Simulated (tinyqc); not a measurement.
Sweep of alpha: linear model of a band gap against the share of exact exchange.

E(alpha) = E0 + S alpha. A wider gap screens less, modelled in the Penn form eps(alpha) = 1 + (e0 - 1)(EP/(EP + S alpha))^2 with a scale EP chosen for the exercise. A dielectric-dependent hybrid takes alpha = 1/eps.

Parameters, chosen for this exercise (of the order of those of HfO2; shifted at random, so the results belong to these values and not to a real crystal):

| symbol | value | unit | meaning |
|---|---|---|---|
| E0 | 3.99 | eV | gap of the semi-local functional |
| S | 8.43 | eV | slope dE/d(alpha) |
| e0 | 5.04 |  | optical dielectric constant at alpha = 0 |
| EP | 18.2 | eV | energy scale of the screening |
| Et | 5.78 | eV | target gap |

Also the exciton scale relative to alpha = 0, (m/m(0))(eps(0)/eps)^2, with a mass proportional to E + D, D = E0/2 + 0.3 eV, a k.p rule for direct gaps only.

Results:

| alpha | E (eV) | eps | alpha eps | exciton scale |
|---|---|---|---|---|
| 0.00 | 3.990 | 5.040 | 0.000 | 1.00 |
| 0.05 | 4.412 | 4.859 | 0.243 | 1.15 |
| 0.10 | 4.833 | 4.690 | 0.469 | 1.31 |
| 0.15 | 5.255 | 4.532 | 0.680 | 1.49 |
| 0.20 | 5.676 | 4.384 | 0.877 | 1.68 |
| 0.25 | 6.098 | 4.245 | 1.061 | 1.88 |
| 0.35 | 6.941 | 3.991 | 1.397 | 2.34 |
| 0.50 | 8.205 | 3.663 | 1.832 | 3.16 |

What can be read from this table?

alpha eps reaches 1 between alpha = 0.2 and 0.25 (fixed point 0.233), and the target gap is met between 0.2 and 0.25. At the fixed point the gap is 5.95 eV, +0.17 eV from the target. From 0 to 0.25 the gap grows by 2.11 eV while eps falls by 16 %; the exciton scale, which takes both, grows by a factor of 1.88 (formal for an indirect gap).

Program tinyqc; command `OMP_NUM_THREADS=1 python tinyqc.py 1850621 1850622 out.jsonl`; about 0.01 s on one thread of a shared Intel(R) Xeon(R) Processor @ 2.30GHz.
